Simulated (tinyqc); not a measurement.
Sweep of alpha: linear model of a band gap against the share of exact exchange.

E(alpha) = E0 + S alpha. A wider gap screens less, modelled in the Penn form eps(alpha) = 1 + (e0 - 1)(EP/(EP + S alpha))^2 with a scale EP chosen for the exercise. A dielectric-dependent hybrid takes alpha = 1/eps.

Values chosen for the exercise (of the order of those of MgO; the results hold for these values, not for the real material):

| symbol | value | unit | meaning |
|---|---|---|---|
| E0 | 4.88 | eV | gap of the semi-local functional |
| S | 9.99 | eV | slope dE/d(alpha) |
| e0 | 3.15 |  | optical dielectric constant at alpha = 0 |
| EP | 24.8 | eV | energy scale of the screening |
| Et | 7.87 | eV | target gap |

Also the exciton scale relative to alpha = 0, (m/m(0))(eps(0)/eps)^2, with a mass proportional to E + D, D = E0/2 + 0.3 eV, a k.p rule for direct gaps only.

Results:

| alpha | E (eV) | eps | alpha eps | exciton scale |
|---|---|---|---|---|
| 0.00 | 4.880 | 3.150 | 0.000 | 1.00 |
| 0.05 | 5.380 | 3.066 | 0.153 | 1.12 |
| 0.10 | 5.879 | 2.987 | 0.299 | 1.26 |
| 0.15 | 6.378 | 2.912 | 0.437 | 1.40 |
| 0.20 | 6.878 | 2.841 | 0.568 | 1.55 |
| 0.25 | 7.378 | 2.775 | 0.694 | 1.71 |
| 0.35 | 8.377 | 2.651 | 0.928 | 2.06 |
| 0.50 | 9.875 | 2.490 | 1.245 | 2.65 |

alpha eps reaches 1 between alpha = 0.35 and 0.5 (fixed point 0.383), and the target gap is met between 0.25 and 0.35. At the fixed point the gap is 8.70 eV, +0.83 eV from the target. From 0 to 0.25 the gap grows by 2.50 eV while eps falls by 12 %; the exciton scale, which takes both, grows by a factor of 1.71.

tinyqc: `OMP_NUM_THREADS=1 python tinyqc.py 1880511 1880512 out.jsonl`; about 0.01 s, one thread, shared Intel(R) Xeon(R) Processor @ 2.30GHz.
